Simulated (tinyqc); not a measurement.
Kinetics of strain relaxation and threading dislocations in mismatched semiconductor layers: one step, computed by the program tinyqc.

60-degree dislocations on {111} planes of a (001) layer, isotropic elasticity. The Schmid factor is 1/sqrt(6), and a misfit segment relieves strain with b/2.

Question. Graded buffer. In steady grading, strain is fed at R_f R_g and relieved at (b/4) rho v. As a glide-limited estimate, the driving stress is taken as the mean stress of the strained top zone, whose depth z solves R_f z/2 = e_eq(z), with strain R_f z at the surface; tau_g = S R_f z/2 is its mean; then rho = 4 R_f R_g/(b m tau_g), m = v0 exp(-Q/(k_B T_g)), S = (1/sqrt 6) 2 G (1 + nu)/(1 - nu), e_eq(z) = b (1 - nu/4) [ln(z/b) + 1]/(4 pi (1 + nu) z).

Inputs (values chosen for the exercise, modelled on Si(0.8)Ge(0.2) on Si):
```
quantity                                   value          unit
misfit f                                 0.00806             -
shear modulus G                             62.7           GPa
Poisson ratio nu                            0.27             -
Burgers vector b                            3.88      angstrom
glide activation energy Q                   2.16            eV
velocity prefactor v0                      21000   m/s per MPa
grading rate (misfit per thickness) R_f   0.0089  1/micrometre
growth temperature of the buffer T_g         886             K
growth rate R_g                              8.2          nm/s
```

Constants: k_B = 8.617333262e-05 eV/K.

Give: depth z of the strained zone; stress tau_g; thread density of the buffer; buffer thickness f/R_f.

Answer.

depth z of the strained zone = 191.5 nm

stress tau_g = 75.92 MPa

thread density of the buffer = 9.130e+07 1/cm^2

buffer thickness f/R_f = 0.9056 micrometre

Raising T_g by 50 K would lower this density by a factor 4.5: fast glide lets few threads do the work.
